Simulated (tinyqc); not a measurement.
Rectangular fin or nanosheet with a gate all round, subbands and threshold shift from confinement: confinement against the height.

Undoped body with a flat potential across it, hard walls, transport along x. One isotropic valley (g = 1, mx = my = mz = me). Non-parabolicity enters the subband edges through E (1 + al E) = gamma, so E = 2 gamma/(1 + sqrt(1 + 4 al gamma)); motion within a subband is taken as parabolic with the band-edge mass. Energies are counted from the bulk band edge.

gamma = C pi^2 [a^2/(my (t + dl)^2) + b^2/(mz (H + dl)^2)], C = hbar^2/(2 m0). Each subband has N_k = g sqrt(2 mx m0 kB T/(pi hbar^2)); without degeneracy n = exp(EF/Vt) sum N_k exp(-E_k/Vt). Classical value Nc times t H, Nc = sum over valleys of 2 g (m m0 kB T/(2 pi hbar^2))^1.5 with m = (mx my mz)^(1/3). Threshold shift dVT = Vt ln(classical value/sum N_k exp(-E_k/Vt)). With degeneracy n = sum N_k F((EF - E_k)/Vt), F(x) = (1/sqrt(pi)) int_0^infinity u^(-1/2) du/(1 + exp(u - x)); gate: Vg = EF + q n/(Cg P), P = 2 (t + H), summed over the 60 lowest subbands at most, with Vg counted from the value that would put EF at the bulk band edge of an empty body. The last two columns are for Vg = 0.5 V; sensitivity d(dVT)/dH by central differences between 0.99 and 1.01 times the value.

Inputs (values chosen for the exercise); masses close to those of InAs:
- T = 300 K (temperature)
- me = 0.0232 m0 (mass at the band edge)
- al = 2.9 1/eV (non-parabolicity)
- t = 12.3 nm (width (along y))
- dl = 0.2 nm (widening of the box by penetration into the insulator)
- Cg = 3.7 uF/cm^2 (gate capacitance per area of interface)

Constants: q = 1.602176634e-19 C, kB = 1.380649e-23 J/K, hbar = 1.054571817e-34 J s, m0 = 9.1093837015e-31 kg, Vt = kB T/q, hbar^2/(2 m0) = 0.0380998212 eV nm^2. Results are converted to the units shown.

Confinement against the height:
```
H (nm)  E_1 (meV)  gap to the next edge (meV)  dVT (mV)  sensitivity (mV/nm)  n/P (cm^-2)  share of the lowest subband (%)
7.4         230.4                       116.4     174.0               -28.04     1.054e12                            56.29
9.4         182.7                       128.0     132.6               -15.02     1.335e12                            43.48
12          148.6                       137.6     104.7               -7.488     1.571e12                            34.51
15          127.1                       103.3     88.62               -3.778     1.784e12                            27.64
19          111.6                       71.16     78.11               -1.805     1.981e12                            21.97
25          100.2                       44.76     70.85              -0.8087     2.180e12                            16.83
31          94.49                       30.52     67.20              -0.4573     2.316e12                            13.64
40          90.18                       19.06     64.20              -0.2445     2.455e12                            10.62
```

As H grows from 7.4 to 40 nm, E_1 falls from 230 to 90.2 meV and dVT falls from 174 to 64.2 mV. E_1 goes as H^(-0.97) at the thin end; an error of 0.2 nm moves the threshold by 5.6 mV in the first row and 0.049 mV in the last. The charge per interface area rises from 1.05e12 to 2.46e12 cm^-2. For H = 9.4, 12, 15, 19, 25, 31, 40 the charge in the last two columns would bend the potential across the body noticeably, which is left out.

Range of the model: Non-parabolicity also makes carriers heavier within each subband, which is left out, so densities of states are understated at high energy.

Program tinyqc, `OMP_NUM_THREADS=1 python tinyqc.py 2350090 2350091 out.jsonl`; Intel Xeon 2.30GHz, shared host, one thread, about 0.08 s.
